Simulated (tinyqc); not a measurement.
Sp3 tight binding, zinc-blende lattice, step by step. One step of it, computed by the program tinyqc.

Question. Bloch Hamiltonian at L. Slater-Koster rules over the four bonds with direction cosines (l, m, n): ss V_ss; s-px l V_sp; px-s -l V_sp; px-px l^2 V_pps + (1 - l^2) V_ppp; px-py l m (V_pps - V_ppp); each times exp(i k.d).

Parameters chosen for this model: zinc-blende lattice, anion at 0, cation at a/4 (1,1,1); V = eta hbar^2 / (m d^2), hbar^2/m = 7.619964 eV angstrom^2:

| parameter | value | unit |
|---|---|---|
| a | 6.370000 | angstrom |
| d | 2.758291 | angstrom |
| Es anion | -11.890000 | eV |
| Ep anion | -6.020000 | eV |
| Es cation | -11.890000 | eV |
| Ep cation | -6.020000 | eV |
| eta ss | -1.590000 |  |
| eta sp | 1.540000 |  |
| eta pp sigma | 3.270000 |  |
| eta pp pi | -0.570000 |  |
| V ss | -1.592465 | eV |
| V sp | 1.542388 | eV |
| V pp sigma | 3.275070 | eV |
| V pp pi | -0.570884 | eV |

k point L (2 pi / a): 0.500000  0.500000  0.500000

Give: H(k) at L.

Answer.

H(k) at L (eV):
```
                  a s             a px             a py             a pz
a s          -11.8900           0.0000           0.0000           0.0000
a px           0.0000          -6.0200           0.0000           0.0000
a py           0.0000           0.0000          -6.0200           0.0000
a pz           0.0000           0.0000           0.0000          -6.0200
c s   -2.2521-2.2521i   1.2594+1.2594i   1.2594+1.2594i   1.2594+1.2594i
c px  -1.2594-1.2594i   1.0056+1.0056i  -1.8130-1.8130i  -1.8130-1.8130i
c py  -1.2594-1.2594i  -1.8130-1.8130i   1.0056+1.0056i  -1.8130-1.8130i
c pz  -1.2594-1.2594i  -1.8130-1.8130i  -1.8130-1.8130i   1.0056+1.0056i

                  c s             c px             c py             c pz
a s   -2.2521+2.2521i  -1.2594+1.2594i  -1.2594+1.2594i  -1.2594+1.2594i
a px   1.2594-1.2594i   1.0056-1.0056i  -1.8130+1.8130i  -1.8130+1.8130i
a py   1.2594-1.2594i  -1.8130+1.8130i   1.0056-1.0056i  -1.8130+1.8130i
a pz   1.2594-1.2594i  -1.8130+1.8130i  -1.8130+1.8130i   1.0056-1.0056i
c s          -11.8900           0.0000           0.0000           0.0000
c px           0.0000          -6.0200           0.0000           0.0000
c py           0.0000           0.0000          -6.0200           0.0000
c pz           0.0000           0.0000           0.0000          -6.0200
```
